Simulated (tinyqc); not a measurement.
# Minimum-mode following (dimer method) and harmonic rate on a two-dimensional model surface, step by step

A worked calculation. Computed by tinyqc, a small Python program that keeps every step. Command: `OMP_NUM_THREADS=1 python tinyqc.py 3005331 3005332 out.jsonl dimer walk`. One thread of a shared host (Intel(R) Xeon(R) Processor @ 2.30GHz), about 0.04 s of CPU time with the checks. Intermediate numbers are printed to about 6 digits and carried at full precision; extremes and crossings named in words are read from the listed rows.

V(x, y) = h u^2 + t x + (kappa/2)(y + c u)^2 with u = x^2/w^2 - 1; the path runs from the minimum near (-w, 0) to that near (w, 0).

Inputs (values chosen for the exercise, for a model surface):
```
quantity                                                value           unit
height h                                                 0.29             eV
half width w                                              1.4       angstrom
transverse stiffness kappa                                4.8  eV/angstrom^2
curvature c                                              0.53       angstrom
tilt t                                                  -0.06    eV/angstrom
start as a fraction of the way from minimum to saddle    0.53              -
offset of the start in y                               -0.052       angstrom
first angle of the dimer                                  -25        degrees
half length delta                                       0.005       angstrom
step factor eta                                         0.094  angstrom^2/eV
```

Surface: curved double well.

## Stationary points

Newton steps x(new) = x - H^-1 grad V (moves limited to 0.3 angstrom) from (-w, 0), (w, 0) and (0, c) give the two minima and the saddle.

positions (angstrom):
```
               x         y
start   -1.34626   0.03991
end      1.44817  -0.03710
saddle  -0.10192   0.52719
```

energies (eV): start 0.082420, end -0.085469, saddle 0.293049

barrier from the start = 0.210630 eV

## Starting point

R0 = start minimum + fraction x (saddle - minimum) + (0, offset); in practice such a guess comes from a displaced minimum.

R at the start (angstrom): -0.686757  0.246170

phi at the start = -25 degrees

## Dimer step 1

Dimer at R with unit axis N = (cos phi, sin phi) and normal T = (-sin phi, cos phi). Gradients g at R +/- delta N and at R +/- delta T give H N and H T by central differences, (g+ - g-)/(2 delta). With C_N = N.H N, C_T = T.H T and b = T.H N, rotate by theta = (1/2) atan2(-2b, C_T - C_N), the angle of least curvature C = (C_N + C_T)/2 - sqrt((C_N - C_T)^2/4 + b^2). Translate along F = -g + 2 (g.N) N if C < 0, else along F = (g.N) N, with the new axis: R(new) = R + eta F, the move limited to 0.2 angstrom.

C_N, C_T, b (eV/angstrom^2): 2.29842  2.59341  -2.94927

rotation theta = 43.5685 degrees

phi after step 1 = 18.5685 degrees

least curvature C = -0.507046 eV/angstrom^2

gradient g (eV/angstrom): 0.527284  -0.750222

effective force F (eV/angstrom): -0.032577  0.916406

R after step 1 (angstrom): -0.689819  0.332312

The curvature is negative, so the force along the axis is inverted.

## Dimer step 2

The formulas are those given above.

C_N, C_T, b (eV/angstrom^2): -0.29949  5.42763  -0.07767

rotation theta = 0.776845 degrees

phi after step 2 = 19.3453 degrees

least curvature C = -0.300545 eV/angstrom^2

gradient g (eV/angstrom): 0.372727  -0.331268

effective force F (eV/angstrom): 0.083845  0.491563

R after step 2 (angstrom): -0.681938  0.378519

The curvature is negative, so the force along the axis is inverted.

## All steps

R0 = start minimum + fraction x (saddle - minimum) + (0, offset). Stop when |g| is below 1e-5 eV/angstrom, after 150 steps at most.

Course of the dimer:
```
step  x (angstrom)  y (angstrom)  E above the start (eV)  C (eV/angstrom^2)  |g| (eV/angstrom)
1        -0.686757      0.246170                0.184640          -0.507046        9.16985e-01
2        -0.689819      0.332312                0.136681          -0.300545        4.98662e-01
3        -0.681938      0.378519                0.128797          -0.209979        3.18324e-01
4        -0.667776      0.404877                0.130750          -0.177346        2.54106e-01
5        -0.650399      0.421266                0.135010          -0.173247        2.33886e-01
6        -0.631523      0.432537                0.139719          -0.183019        2.26243e-01
7        -0.612049      0.441084                0.144412          -0.199360        2.21453e-01
8        -0.592450      0.448100                0.148967          -0.218610        2.17012e-01
9        -0.572979      0.454183                0.153347          -0.238917        2.12348e-01
...            ...           ...                     ...                ...                ...
142      -0.102253      0.527175                0.210630          -0.580751        1.94204e-04
143      -0.102235      0.527176                0.210630          -0.580755        1.83602e-04
144      -0.102218      0.527176                0.210630          -0.580759        1.73578e-04
145      -0.102202      0.527177                0.210630          -0.580763        1.64102e-04
146      -0.102186      0.527178                0.210630          -0.580766        1.55143e-04
147      -0.102172      0.527179                0.210630          -0.580770        1.46673e-04
148      -0.102158      0.527179                0.210630          -0.580773        1.38665e-04
149      -0.102145      0.527180                0.210630          -0.580776        1.31095e-04
150      -0.102133      0.527181                0.210630          -0.580779        1.23938e-04
```

final position (angstrom): -0.102133  0.527181

steps = 150

final |g| = 1.23938e-04 eV/angstrom

Tail of the gradient series: the residual falls at every step, but slowly, by a factor of about 0.945 a step

Not converged within 150 steps: the residual falls at every step, but slowly, by a factor of about 0.945 a step.

Reruns converge with step factor eta = 0.19. Reruns still fail with step factor eta = 0.047; and with step factor eta = 0.016; and with half length delta = 0.001.
